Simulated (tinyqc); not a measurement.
Slope factor and drain-induced lowering from three currents.

Inverse problem. With source and body at 0 V, I = A exp((Vg + dd Vd)/(nf Vt)) (1 - exp(-Vd/Vt)). Find nf, the swing nf Vt ln 10 and dd.

Parameters, values chosen for the exercise: temperature T = 330 K.

Constants: q = 1.602176634e-19 C, kB = 1.380649e-23 J/K, Vt = kB T/q. Results are converted to the units shown.

currents at (Vg, Vd) = (0, 0.05), (0, 1.2) and (0.08, 1.2) V (nA/um): [0.092848144, 1.1740937, 7.2100429]

Answer. The pair at equal Vd gives nf; the pair at equal Vg, after dividing out the factors 1 - exp(-Vd/Vt), gives dd.

nf = 1.550
swing = 101.5 mV/decade
dd = 0.09000

Computed by the program tinyqc: `OMP_NUM_THREADS=1 python tinyqc.py 2242083 2242084 out.jsonl`, one thread of a shared Intel Xeon 2.30GHz, about 0.04 s for the whole run.
